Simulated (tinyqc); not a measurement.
Worked calculation: admittance spectroscopy and thermally stimulated current of one trap level in a depletion layer. Computed by tinyqc, a small Python program that keeps every step. Command: `OMP_NUM_THREADS=1 python tinyqc.py 3111096 3111097 out.jsonl admit walk`. One thread of a shared host (Intel(R) Xeon(R) Processor @ 2.30GHz), about 0.01 s of CPU time with the checks. Intermediate numbers are printed to about 6 digits and carried at full precision; extremes and crossings named in words are read from the listed rows.

A Schottky junction on n-type material holds one donor-like electron trap; shallow donors are fully ionised and abrupt depletion edges are assumed.

Inputs (values chosen for the exercise, modelled on n-type GaAs):
```
quantity,value,unit
dielectric constant eps,13,-
density-of-states mass m,0.0656,m_0
shallow doping N,4.6e+15,1/cm^3
trap density N_t,1.1e+15,1/cm^3
trap depth E_t below the band,0.534,eV
capture cross section sigma,7.3e-15,cm^2
band bending V_b,0.87,V
test frequency f,700,Hz
heating rate beta,0.87,K/s
```

Constants: k_B = 1.380649e-23 J/K; m_0 = 9.1093837015e-31 kg; h = 6.62607015e-34 J s; k_B = 8.617333262e-05 eV/K; eps_0 = 8.8541878128e-12 F/m; e = 1.602176634e-19 C.

## Temperature of the peak

N_c = 2 (2 pi m k_B T/h^2)^(3/2), v_th = sqrt(3 k_B T/m), emission rate e_n = sigma v_th N_c exp(-E_t/(k_B T)). Where the level crosses the Fermi level capture equals emission, so the trap follows the signal with the rate 2 e_n; G/omega peaks at omega = 2 e_n (the correction for large N_t/N is left out). Solve 2 e_n(T_p) = 2 pi f.

peak temperature T_p = 340.067 K

N_c at T_p = 5.08853e+17 1/cm^3

e_n at T_p = 2199.11 1/s

E_c - E_F = k_B T_p ln(N_c/N) = 0.137911 eV

## The capacitance step

With E_c - E_F = k_B T_p ln(N_c/N): lambda = sqrt(2 eps eps_0 (E_t - (E_c - E_F))/(e^2 N)); traps are empty and charged for x < x_t = w - lambda, and V_b = e (N w^2 + N_t x_t^2)/(2 eps eps_0). High frequency: C_hf = eps eps_0/w. Low frequency: C_lf = eps eps_0 (N + N_t)/(N w + N_t x_t).

lambda = 351.741 nm

depletion width w = 515.139 nm

crossing point x_t = 163.397 nm

C_hf = 22.3444 nF/cm^2

C_lf = 25.7355 nF/cm^2

step (C_lf - C_hf)/C_hf = 0.151769

small-N_t estimate (N_t/N)(lambda/w) = 0.163280

Reading N_t/N straight from the step would give 0.152 against the true 0.239: the factor lambda/w must be known.

## Scan in temperature at fixed frequency

With x = omega/(2 e_n): C = C_hf + (C_lf - C_hf)/(1 + x^2), G/omega = (C_lf - C_hf) x/(1 + x^2); C_hf and C_lf are held at their values at T_p.

Admittance:
```
T (K),omega/(2 e_n),C (nF/cm^2),G/omega (nF/cm^2)
299.3,15.4471,22.3585,0.21862
312.9,5.7468,22.4440,0.57276
323.1,2.8843,22.7083,1.04958
333.3,1.5071,23.3810,1.56231
340.1,0.9980,24.0433,1.69558
346.9,0.6712,24.6823,1.56920
357.1,0.3803,25.3071,1.12661
370.7,0.1867,25.6213,0.61177
387.7,0.0820,25.7129,0.27623
```

The peak of G/omega is half the step, 1.70 nF/cm^2. Its full width is near 2 ln(2 + sqrt3) k_B T_p^2/(E_t + 2 k_B T_p) = 44.3 K.

## Arrhenius plot

T_p for 0.1, 0.3, 1, 3 and 10 f; least-squares lines of ln(e_n/T^2) and of ln(e_n) against 1/(k_B T), e_n = pi f; sigma = exp(intercept)/(v_th N_c/T^2).

Peaks:
```
f (Hz),T_p (K),1/(k_B T) (1/eV),ln(e_n/T^2),ln(e_n)
70,305.139,38.0303,-6.04831,5.39323
210,320.907,36.1616,-5.05046,6.49184
700,340.067,34.1242,-3.96248,7.69581
2100,359.546,32.2755,-2.97526,8.79442
7000,383.467,30.2621,-1.90011,9.99840
```

depth from e_n/T^2 = 0.534 eV

cross section from the intercept = 7.30e-15 cm^2

depth without the T^2 = 0.592772 eV

Leaving out T^2 adds 59 meV, near 2 k_B T_p = 59 meV.

## Thermally stimulated current

Thermally stimulated current without retrapping: filled share n(T) = exp(-(1/beta) int e_n dT), current proportional to e_n n; the peak obeys beta (E_t/(k_B T^2) + 2/T) = e_n(T). The integral starts at 0.5 T_m and uses 4000 trapezoid steps to 1.2 T_m. Chen's first-order estimate from the full width W = T_2 - T_1 between the half-height points: E = 2.52 k_B T_m^2/W - 2 k_B T_m.

peak temperature T_m = 227.017 K

lower half-height T_1 = 216.460 K

upper half-height T_2 = 234.607 K

filled share at T_m = 0.390731

E_t/(k_B T_m) = 27.2967

symmetry factor (T_2 - T_m)/(T_2 - T_1) = 0.418253

depth by Chen's formula = 0.577576 eV

The slow ramp empties the trap at 227 K, far below the admittance peak at 340 K, since the rate asked for is 0.11 per second instead of 2200. Chen's formula, made for a constant prefactor, gives 44 meV more than E_t.

Checks made by the program: C_lf against dQ/dV by differences (relative difference below 1e-10); depth recovered (relative difference below 1e-10); peak of the integrated curve (relative difference 2e-05).
